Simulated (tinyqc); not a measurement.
Which clusters to keep: cluster expansion of a binary alloy: correlations, fit, cross-validation and ground states. Computed by tinyqc, a small Python program. Command: `OMP_NUM_THREADS=1 python tinyqc.py 3015713 3015714 out.jsonl clex walk`. One thread of a shared host (Intel(R) Xeon(R) Processor @ 2.30GHz), about 0.02 s of CPU time with the checks.

s = +1 for A and -1 for B. Energy per site E = J0 + J1 P(point) + sum over clusters of m V P, with P the mean product of spins; V > 0 on a pair favours unlike neighbours. Clusters per site m: pair 1 6, pair 2 3, pair 3 12, triplet 8; the triplet is the triangle of first neighbours. Formation energies are counted from the line between pure A and pure B, which removes J0 and J1.

Inputs (values chosen for the exercise, for a model alloy):
```
quantity                    value      unit
first-pair interaction V1    9.35       meV
second-pair interaction V2     -4       meV
third-pair interaction V3   -0.11       meV
triplet interaction Vt       0.31       meV
noise amplitude              0.29  meV/site
```

Lattice: fcc.

Method:
- Design matrix of formation energies: m (P - 1) for pairs and m (P(triplet) - P(point)) for the triplet; x = (1 - P(point))/2.
- Exact: X V with V = (V1, V2, V3, Vt). The data to fit add the noise amplitude times the normal numbers, standing for what the clusters leave out.
- For each set, H = X (X^T X)^-1 X^T over the structures between the ends; residual e = E - H E; leave-one-out error e_i/(1 - H_ii); both as root mean squares.

correlations P, counted on periodic cells:
```
                      point    pair 1    pair 2    pair 3   triplet
A                   1.00000   1.00000   1.00000   1.00000   1.00000
A3B L1_2            0.50000   0.00000   1.00000   0.00000  -0.50000
A3B D0_22           0.50000   0.00000   0.66667   0.33333  -0.50000
A3B (001) layers    0.50000   0.33333   0.66667   0.00000   0.50000
A2B (001) layers    0.33333   0.11111   0.55556  -0.33333   0.33333
AB L1_0             0.00000  -0.33333   1.00000  -0.33333   0.00000
AB L1_1             0.00000   0.00000  -1.00000   0.00000   0.00000
A2B2 (001) layers   0.00000   0.33333   0.33333  -0.33333   0.00000
AB2 (001) layers   -0.33333   0.11111   0.55556  -0.33333  -0.33333
AB3 L1_2           -0.50000   0.00000   1.00000   0.00000   0.50000
AB3 D0_22          -0.50000   0.00000   0.66667   0.33333   0.50000
AB3 (001) layers   -0.50000   0.33333   0.66667   0.00000  -0.50000
B                  -1.00000   1.00000   1.00000   1.00000  -1.00000
```

standard normal numbers for the noise (0 for the pure ends): A 0.000, A3B L1_2 -1.641, A3B D0_22 0.282, A3B (001) layers 0.907, A2B (001) layers -0.541, AB L1_0 -0.087, AB L1_1 1.813, A2B2 (001) layers 0.171, AB2 (001) layers 1.109, AB3 L1_2 0.881, AB3 D0_22 -0.672, AB3 (001) layers 0.500, B 0.000

X:
```
                    pair 1   pair 2    pair 3  triplet
A                   0.0000   0.0000    0.0000   0.0000
A3B L1_2           -6.0000   0.0000  -12.0000  -8.0000
A3B D0_22          -6.0000  -1.0000   -8.0000  -8.0000
A3B (001) layers   -4.0000  -1.0000  -12.0000   0.0000
A2B (001) layers   -5.3333  -1.3333  -16.0000   0.0000
AB L1_0            -8.0000   0.0000  -16.0000   0.0000
AB L1_1            -6.0000  -6.0000  -12.0000   0.0000
A2B2 (001) layers  -4.0000  -2.0000  -16.0000   0.0000
AB2 (001) layers   -5.3333  -1.3333  -16.0000   0.0000
AB3 L1_2           -6.0000   0.0000  -12.0000   8.0000
AB3 D0_22          -6.0000  -1.0000   -8.0000   8.0000
AB3 (001) layers   -4.0000  -1.0000  -12.0000   0.0000
B                   0.0000   0.0000    0.0000   0.0000
```

data (meV/site): A 0.0000, A3B L1_2 -57.7359, A3B D0_22 -53.6182, A3B (001) layers -31.8170, A2B (001) layers -42.9302, AB L1_0 -73.0652, AB L1_1 -30.2542, A2B2 (001) layers -27.5904, AB2 (001) layers -42.4517, AB3 L1_2 -52.0445, AB3 D0_22 -48.9349, AB3 (001) layers -31.9350, B 0.0000

Fits:
```
clusters     fit error (meV/site)  leave-one-out error (meV/site)  largest H_ii
V1                         7.0476                          7.9160       0.18344
V1 V2                      1.6407                          2.0025       0.82499
V1 V3                      6.8198                          7.8262       0.34839
V1 V2 Vt                   0.4955                          0.8992       0.82499
V1 Vt                      6.8719                          8.2040       0.35318
V1 V2 V3                   1.5769                          2.0008       0.89605
V1 V3 Vt                   6.6381                          7.9583       0.51586
V1 V2 V3 Vt                0.2012                          0.3469       0.89605
```

leave-one-out error without pair 3 = 0.89924 meV/site

leave-one-out error with all four = 0.34688 meV/site

What follows from these numbers?

The fit error can only fall as clusters are added, to 0.20 meV with all four. The leave-one-out error is least for V1 V2 V3 Vt (0.35 meV): dropping V2, V3 or Vt makes prediction worse at this noise.

Extremes, crossings and ranges named in words are read from the listed rows.
